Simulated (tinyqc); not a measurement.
Convergence with the plane-wave basis: k.p theory built from an empirical-pseudopotential calculation at Gamma.

Empirical pseudopotential on the fcc lattice, atoms at +/- tau, tau = a (1,1,1)/8, no spin-orbit coupling. H(G,G') = c (2 pi/a)^2 |k + G|^2 delta + VS(q) cos(q.tau) + i VA(q) sin(q.tau), q = G - G', c = hbar^2/2m0; k and G in units of 2 pi/a; VS at |q|^2 = 3, 8, 11 and VA at 3, 4, 11, in rydberg, zero elsewhere. The basis holds all G with |G|^2 up to a cut-off. Energies are counted from the fourth level at Gamma.

For a multiplet A of d_A states, W(B) = (4 c/(3 d_A)) sum over n in A, m in B and i = x, y, z of |<n|G_i|m>|^2 (G in 1/angstrom, <n|G_i|m> = sum_G c_n(G)* G_i c_m(G)); the mean inverse mass of A is 1 + sum_B W(B)/(E_A - E_B). Multiplets with W = 0 are left out.

Valence parameters: D(u) = c + 4 c^2 sum_m <n|u.G|m><m|u.G|n'>/(0 - E_m) on the valence triplet, in units of c, has eigenvalues L, M, M along [100] and (L + 2M + 2N)/3, (L + 2M - N)/3 twice along [111]; g1 = -(L + 2M)/3, g2 = -(L - M)/6, g3 = -N/6.

Constants: hbar^2/2m0 = 3.80998211 eV angstrom^2; Ry = 13.60569312 eV.

Parameters, chosen for this exercise (out of a larger set: near those of Ge; not measured data): a = 5.663 angstrom (lattice constant); VS = (-0.232, 0.009, 0.059) Ry (symmetric form factors); VA = (0, 0, 0) Ry (antisymmetric form factors).

E_s is the lowest empty singlet, Ep its W to the valence triplet, m its mass.

Results:
```
cut-off  plane waves  E_s (eV)  Ep (eV)  m (m0)    g1    g2    g3
8                 27     0.916    20.04  0.0438  9.53  3.22  4.19
11                51     1.087    20.03  0.0516  8.29  2.74  3.54
12                59     1.115    20.02  0.0529  8.23  2.63  3.49
16                65     1.115    20.02  0.0529  8.25  2.63  3.50
19                89     1.107    20.04  0.0525  8.29  2.65  3.52
20               113     1.096    20.04  0.0520  8.35  2.68  3.55
24               137     1.096    20.05  0.0520  8.35  2.68  3.55
```

Against the last row, E_s errs most, by -0.181 eV, at cut-off 8, and by 0.000 eV in the last row but one. Ep varies by 0.1 % over the table and m by 17.5 %: the mass, near E_s/Ep, inherits the errors of both. Local form factors fix the converged values only roughly. The gap is a difference of two levels, so it need not converge steadily, and here it does not.

tinyqc: `OMP_NUM_THREADS=1 python tinyqc.py 1080666 1080667 out.jsonl`; about 0.6 s, one thread, shared Intel(R) Xeon(R) Processor @ 2.30GHz.
